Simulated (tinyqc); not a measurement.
The mobility curve: inversion-layer mobility, back-scattering and ballistic limit of a field-effect transistor. Computed by tinyqc, a small Python program. Command: `OMP_NUM_THREADS=1 python tinyqc.py 3020736 3020737 out.jsonl mos walk`. One thread of a shared host (Intel(R) Xeon(R) Processor @ 2.30GHz), about 0.01 s of CPU time with the checks.

The charge at the top of the source barrier is fixed by the gate; series resistance and short-channel effects are left out. F_j are Fermi integrals normalised to exp(eta) in the classical limit.

Inputs (values chosen for the exercise, modelled on a strained silicon n-channel):

| quantity | value | unit |
|---|---|---|
| weight w of the inversion charge | 0.5 | - |
| permittivity eps | 11.7 | - |
| phonon mobility at 1 MV/cm and 300 K, mu_ph | 550 | cm^2/(V s) |
| roughness mobility at 1 MV/cm, mu_sr | 1700 | cm^2/(V s) |
| Coulomb mobility at N_inv = 1e12/cm^2, mu_C | 1100 | cm^2/(V s) |
| electrical oxide thickness t_inv | 1.2 | nm |
| depletion charge N_dep | 4e+11 | 1/cm^2 |
| temperature T | 300 | K |

Statistics at the top of the barrier: Fermi-Dirac.

Constants: eps_0 = 8.8541878128e-12 F/m; e = 1.602176634e-19 C.

Method. N_inv = 3.9 eps_0 (V_G - V_T)/(e t_inv); effective field E_eff = e (N_dep + w N_inv)/(eps eps_0). mu_phonon = mu_ph (E_eff/1 MV/cm)^(-0.3) (T/300 K)^(-1.75); mu_rough = mu_sr (E_eff/1 MV/cm)^(-2); mu_Coulomb = mu_C (N_inv/1e12 cm^-2) (T/300 K); Matthiessen's rule adds 1/mu.

Mobilities (cm^2/(V s)):

| V_G - V_T (V) | N_inv (1/cm^2) | E_eff (MV/cm) | phonon | roughness | Coulomb | total |
|---|---|---|---|---|---|---|
| 0.03 | 5.3882e+11 | 0.1035 | 1086.0 | 1.5860e+05 | 593 | 382.51 |
| 0.06 | 1.0776e+12 | 0.1452 | 981.2 | 8.0637e+04 | 1185 | 533.30 |
| 0.12 | 2.1553e+12 | 0.2285 | 856.4 | 3.2551e+04 | 2371 | 617.21 |
| 0.20 | 3.5921e+12 | 0.3396 | 760.4 | 1.4737e+04 | 3951 | 611.25 |
| 0.35 | 6.2862e+12 | 0.5480 | 658.8 | 5.6615e+03 | 6915 | 543.71 |
| 0.50 | 8.9803e+12 | 0.7563 | 598.1 | 2.9720e+03 | 9878 | 473.99 |
| 0.75 | 1.3470e+13 | 1.1035 | 534.0 | 1.3960e+03 | 14818 | 376.43 |
| 1.00 | 1.7961e+13 | 1.4508 | 491.9 | 8.0772e+02 | 19757 | 301.06 |
| 1.50 | 2.6941e+13 | 2.1452 | 437.4 | 3.6942e+02 | 29635 | 198.94 |

What does the comparison show, and why?

The lowest part is Coulomb at 0.0300, phonon from 0.0600 to 1.00, roughness at 1.50 V. The total peaks at 617 near E_eff = 0.23 MV/cm: screening lifts it at low density and the field presses it down at high density.

Extremes, crossings and ranges named in words are read from the listed rows.
